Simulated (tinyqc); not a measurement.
The window of frequencies: the 3-omega method: a line heater on a substrate with a thin film. Computed by tinyqc, a small Python program. Command: `OMP_NUM_THREADS=1 python tinyqc.py 3028239 3028240 out.jsonl threeomega walk`. One thread of a shared host (Intel(R) Xeon(R) Processor @ 2.30GHz), about 0.01 s of CPU time with the checks.

A current at angular frequency omega = 2 pi f heats the line at 2 omega with the amplitude P per length; the temperature swing Delta T at 2 omega gives a voltage at 3 omega. The substrate is taken as semi-infinite and isotropic, and the heat capacity of heater and film is left out.

Inputs (values chosen for the exercise, modelled on amorphous silicon on germanium): substrate conductivity kappa = 61.8 W/(m K); substrate heat capacity C = 1.72 1e6 J/(m^3 K); heater half-width b = 22 micrometre; power amplitude per length P = 18 W/m; current frequency f = 3300 Hz; substrate thickness d_s = 380 micrometre.

Method:
- D = kappa/C; q = sqrt(2 i omega/D); penetration depth 1/|q| = sqrt(D/(2 omega)).
- Delta T_s = (P/(pi kappa)) int_0^infinity (sin x/x)^2 / sqrt(x^2 + (q b)^2) dx with (q b)^2 = i |q b|^2, averaged over the heater width (12 Gauss-Legendre points on each of the pieces 0, 14 log-spaced edges from 1e-5 to 1, and multiples of pi to 40 pi; the tail adds 1/(4 (40 pi)^2)).
- For |q| b much below 1: Delta T_s = (P/(pi kappa)) [-ln(|q| b) + eta - i pi/4], eta = 3/2 - C_E = 0.92278, with Euler's C_E = 0.5772157.
- The slope value uses each f and 2f: kappa = P ln 2/(2 pi [Delta T(f) - Delta T(2f)]).

diffusivity D = 35.9302 mm^2/s

Bare substrate; columns: (1) f (Hz); (2) penetration depth (micrometre); (3) |q| b; (4) in-phase (K); (5) out-of-phase (K); (6) narrow-line form (K); (7) kappa from the slope (W/(m K)):
```
(1)        (2)        (3)       (4)        (5)        (6)     (7)
0.059   6961.4  0.0031603   0.61930  -0.072814    0.61930  61.800
0.59    2201.4  0.0099936   0.51257  -0.072807    0.51256  61.802
5.9     696.14   0.031603   0.40584  -0.072747    0.40583  61.823
30      308.72   0.071262   0.33050  -0.072529    0.33044  61.918
120     154.36    0.14252   0.26642  -0.071888    0.26618  62.267
590     69.614    0.31603   0.19352  -0.069473    0.19235  64.032
2400    34.516    0.63739   0.13179  -0.063484    0.12731  70.391
12000   15.436     1.4252  0.070871  -0.048294   0.052701  100.35
59000   6.9614     3.1603  0.032608  -0.027945  -0.021126  207.54
350000  2.8582     7.6972  0.013379  -0.012596   -0.10366  506.76
```

What follows from these numbers?

The slope gives kappa within 1 % up to |q| b = 0.14 (f = 120 Hz) among these rows. The penetration depth stays under d_s/5 = 76 micrometre from f = 590 Hz up, so no row meets both conditions: the heater is too wide for this substrate. At high f the flow turns one-dimensional: in-phase and out-of-phase parts become equal in size (ratio 0.94 in the last row) and fall as f^(-1/2) (exponent -0.50).
